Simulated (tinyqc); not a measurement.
Double-gate transistor below threshold, two-dimensional Poisson equation on a small mesh: two steps of the calculation.

Half of a symmetric double-gate structure: row 0 is the mid-plane of the body, where the normal field vanishes. Mobile charge is neglected (subthreshold), the body is fully depleted, and potentials are counted from the intrinsic level; rows run upward to the gate, columns from source to drain.

Inputs (values chosen for the exercise): temperature T = 273 K; potential of the source Vbi = 0.52 V.

Constants: q = 1.602176634e-19 C, kB = 1.380649e-23 J/K, Vt = kB T/q. Results are converted to the units shown.

Question 1. Direct solution. Solve A psi = b.

A:
```
            (0,1)       (0,2)       (0,3)       (1,1)       (1,2)       (1,3)       (2,1)       (2,2)
(0,1)   42.738182   -3.659091    0.000000  -35.420000    0.000000    0.000000    0.000000    0.000000
(0,2)   -3.659091   42.738182   -3.659091    0.000000  -35.420000    0.000000    0.000000    0.000000
(0,3)    0.000000   -3.659091   42.738182    0.000000    0.000000  -35.420000    0.000000    0.000000
(1,1)  -35.420000    0.000000    0.000000   85.476364   -7.318182    0.000000  -35.420000    0.000000
(1,2)    0.000000  -35.420000    0.000000   -7.318182   85.476364   -7.318182    0.000000  -35.420000
(1,3)    0.000000    0.000000  -35.420000    0.000000   -7.318182   85.476364    0.000000    0.000000
(2,1)    0.000000    0.000000    0.000000  -35.420000    0.000000    0.000000   97.296263  -11.840909
(2,2)    0.000000    0.000000    0.000000    0.000000  -35.420000    0.000000  -11.840909   97.296263
(2,3)    0.000000    0.000000    0.000000    0.000000    0.000000  -35.420000    0.000000  -11.840909

            (2,3)
(0,1)    0.000000
(0,2)    0.000000
(0,3)    0.000000
(1,1)    0.000000
(1,2)    0.000000
(1,3)  -35.420000
(2,1)    0.000000
(2,2)  -11.840909
(2,3)   97.296263
```

b (V): (0,1) 1.9027273, (0,2) 0.0000000, (0,3) 2.0856818, (1,1) 3.8054545, (1,2) 0.0000000, (1,3) 4.1713636, (2,1) 3.1017172, (2,2) -3.0555556, (2,3) 3.6937626

Find: psi at the free nodes.

Answer 1.

psi at the free nodes (V): (0,1) 0.1991, (0,2) 0.1075, (0,3) 0.2174, (1,1) 0.1754, (1,2) 0.0867, (1,3) 0.1924, (2,1) 0.0989, (2,2) 0.0257, (2,3) 0.1111

Question 2. Barrier, swing and barrier lowering. The barrier is read along row 0, the path farthest from the gate. Take the node j of lowest psi: barrier Vbi - psi_j; swing Vt ln 10/(d psi_j/dVg); DIBL = (d psi_j/dVd)/(d psi_j/dVg). The derivatives solve the same equations with s = 0 and a unit change of that voltage.

converged psi (V):
```
               j=0          j=1          j=2          j=3          j=4
row 0   0.52000000   0.19910792   0.10751569   0.21744339   0.57000000
row 1   0.52000000   0.17541992   0.08669752   0.19237841   0.57000000
row 2   0.52000000   0.09886875   0.02571338   0.11112735   0.57000000
row 3  -0.08000000  -0.08000000  -0.08000000  -0.08000000  -0.08000000
```

d psi/dVg on row 0: j=0 0.00000000, j=1 0.53875896, j=2 0.69997489, j=3 0.53875896, j=4 0.00000000
d psi/dVd on row 0: j=0 0.0000000, j=1 0.0472658, j=2 0.1500126, j=3 0.4139752, j=4 1.0000000

Give: j; barrier; swing; DIBL.

Answer 2.

j = 2
barrier = 0.4125 V
swing = 77.39 mV/decade
DIBL = 214.3 mV/V

Numbers from tinyqc (`OMP_NUM_THREADS=1 python tinyqc.py 2480148 2480149 out.jsonl`; about 0.1 s on one thread of a shared Intel Xeon 2.30GHz).
